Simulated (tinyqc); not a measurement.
# Permittivity and interface capacitance from two thicknesses

Problem. 1/C = t/(eps0 ek) + 2/ci for planar capacitors that differ only in thickness. Find ek, ci and the EOT of the interfaces, 2 x 3.9 eps0/ci.

Constants: eps0 = 8.8541878128e-14 F/cm where lengths are in cm. Results are converted to the units shown.

C at t = 13 and 40 nm (uF/cm^2): [0.50429823, 0.16442999]

Solution. 1/C is a straight line in t: the slope gives ek and the intercept 2/ci. A single thickness would give only the effective permittivity; when the interfaces are a small part of 1/C, ci needs very accurate data.

ek = 7.440
ci = 210.0 uF/cm^2
EOT of the interfaces = 0.03289 nm

Computed by the program tinyqc: `OMP_NUM_THREADS=1 python tinyqc.py 2102114 2102115 out.jsonl`, one thread of a shared Intel Xeon 2.30GHz, about 0.01 s for the whole run.
